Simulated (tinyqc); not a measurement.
# Van der Pauw, Hall and four-point-probe measurements on a doped layer, step by step

Numbers from tinyqc (`OMP_NUM_THREADS=1 python tinyqc.py 2850230 2850231 out.jsonl`; about 0.01 s on one thread of a shared Intel Xeon 2.30GHz). Printed values are rounded.

A uniform p-type layer with sheet resistance Rs = 1/(q ns mu), point contacts, low field (mu B small).

Inputs (values chosen for the exercise):
- ns = 3.8e12 cm^-2 (sheet density of the layer)
- mu = 39 cm^2/(V s) (drift mobility)
- rH = 1.1 (Hall factor)
- B = 1 T (magnetic field)
- I = 100 uA (current)
- ar = 1.69 (side ratio a/b of a rectangular sample with corner contacts)
- t = 24 nm (thickness of the layer)

Constants: q = 1.602176634e-19 C. Results are converted to the units shown.

## Resistances and Hall voltage

Rs = 1/(q ns mu). For a rectangle with contacts at the corners, RA = (8 Rs/pi) sum_(k>=0) ln coth((2k + 1) pi a/(2 b)) with current along a short side b and voltage along the opposite one, RB the same with a and b exchanged; Hall voltage VH = rH B I/(q ns), negative for electrons.

Rs = 42115.45 ohm/square
RA = 1060.791 ohm
RB = 34532.90 ohm
VH = 18.06753 mV

RB/RA = 32.6; for a square both equal Rs ln 2/pi = 9290 ohm.

## Starting value

z = 2 ln 2/(pi (RA + RB)), exact for RA = RB.

z at the start = 0.01239746 mS

## Iteration 1: new z

The van der Pauw equation exp(-pi RA z) + exp(-pi RB z) = 1 is solved for z = 1/Rs: e1 = exp(-pi RA z), e2 = exp(-pi RB z), f = e1 + e2 - 1, f' = -pi (RA e1 + RB e2), z(new) = z - f/f'.

e1 = 0.9595264
e2 = 0.2605452
f = 0.2200716
f' = -31.46380 kohm
z after iteration 1 = 0.01939190 mS

## Iteration 2: new z

As before.

e1 = 0.9374190
e2 = 0.1219927
f = 0.05941176
f' = -16.35880 kohm
z after iteration 2 = 0.02302369 mS

## Iteration 3: new z

As before.

e1 = 0.9261416
e2 = 0.08226572
f = 0.008407359
f' = -12.01130 kohm
z after iteration 3 = 0.02372364 mS

## Course of the iteration

Stop when the step is below 1e-10 mS, or after 40 iterations.

Course of the iteration:
```
iteration  z before the step (mS)  step (mS)
1                      0.01239746    6.99e-3
2                      0.01939190    3.63e-3
3                      0.02302369    7.00e-4
4                      0.02372364    2.06e-5
5                      0.02374424    1.70e-8
6                      0.02374426   1.15e-14
```

Converged in 6 iterations.

## Sheet density, mobility and bulk values

converged z = 0.02374426 mS

Rs = 1/z; Hall sheet density B I/(q |VH|); Hall mobility |VH|/(Rs B I); true values ns = rH times the Hall density, mu = Hall mobility/rH; bulk density ns/t, resistivity Rs t; correction factor F = Rs/[(pi/ln 2)(RA + RB)/2].

Rs = 42115.45 ohm/square
Hall sheet density = 3.454545e12 cm^-2
Hall mobility = 42.9 cm^2/(V s)
ns = 3.8e12 cm^-2
mu = 39 cm^2/(V s)
bulk density = 1.583333e18 cm^-3
resistivity = 0.1010771 ohm cm
F = 0.5221244

Taking the mean of RA and RB without F would overstate Rs by 92 %.
